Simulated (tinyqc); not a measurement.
Undoped symmetric double-gate MOSFET, analytic potential model: effect of the temperature.

An undoped body of thickness ts between two equal insulators and tied gates; long channel, electrons only, n = ni exp((psi - V)/Vt) with V the quasi-Fermi potential (0 at the source, Vd at the drain), constant mobility, no quantisation. Across the body psi(x) = V - 2 Vt ln[(ts/(2 beta)) sqrt(q ni/(2 eps0 eps_r Vt)) cos(2 beta x/ts)], x from the centre. Q is the electron charge per area of the whole body.

Nc and Nv are given at 300 K and scale as (T/300 K)^1.5; Eg and mu are held fixed. ni = sqrt(Nc Nv) exp(-Eg/(2 Vt)), Eg in volts; r = eps_r tox/(eox ts); V0 = dphi + 2 Vt ln[(2/ts) sqrt(2 eps0 eps_r Vt/(q ni))]. beta (between 0 and pi/2) solves (Vg - V0 - V)/(2 Vt) = ln(beta) - ln(cos beta) + 2 r beta tan(beta). Q = 8 eps0 eps_r Vt beta tan(beta)/ts; I = mu (1/L)(4 eps0 eps_r/ts)(2 Vt)^2 [g(beta_s) - g(beta_d)] per width, g = beta tan(beta) - beta^2/2 + r beta^2 tan^2(beta), with beta_s at V = 0 and beta_d at V = Vd.  I(low) is taken at Vg = 0.32 V, Qs and I(high) at Vg = 1.07 V.

Inputs (values chosen for the exercise); material values those of a made-up semiconductor:
- Eg = 1.23 eV (band gap)
- eps_r = 8.96 (relative permittivity of the semiconductor)
- Nc = 2.84e19 cm^-3 (conduction-band density of states at the reference temperature)
- Nv = 2.84e19 cm^-3 (valence-band density of states at the reference temperature)
- eox = 25.2 (relative permittivity of the gate insulator)
- tox = 13 nm (insulator thickness)
- ts = 20 nm (body thickness)
- dphi = 0.08 V (gate work function less that of the intrinsic body)
- mu = 310 cm^2/(V s) (channel mobility)
- L = 1 um (gate length)
- Vd = 1 V (drain voltage)

Constants: q = 1.602176634e-19 C, kB = 1.380649e-23 J/K, Vt = kB T/q, eps0 = 8.8541878128e-14 F/cm where lengths are in cm. Results are converted to the units shown.

Results:
```
T (K)  V0 (V)  I(low) (nA/um)  Qs(high) (nC/cm^2)  I(high) (uA/um)
220    0.6087        8.623e-5                1194            77.65
250    0.5955        0.001274                1204            80.52
280    0.5822         0.01092                1216            83.67
340    0.5552          0.2755                1244            90.70
370    0.5415          0.9603                1260            94.55
400    0.5277           2.816                1278            98.60
430    0.5138           7.191                1296            102.9
```

Estimate the missing row, T = 310 K.

Computed row:
```
T (K)  V0 (V)  I(low) (nA/um)  Qs(high) (nC/cm^2)  I(high) (uA/um)
310    0.5688         0.06338                1229            87.07
```

With this row back in the table: As T goes from 220 to 430 K, I(low) rises from 8.62e-5 to 7.19 nA/um and I(high) rises from 77.7 to 103 uA/um. V0 falls from 0.609 to 0.514 V. In every row the surface density at the source at the higher gate voltage passes 0.3 Nc, where Boltzmann statistics fail. In every row the mobility is held fixed, though a real one changes with T.

Computed by the program tinyqc: `OMP_NUM_THREADS=1 python tinyqc.py 2440133 2440134 out.jsonl`, one thread of a shared Intel Xeon 2.30GHz, about 0.03 s for the whole run.
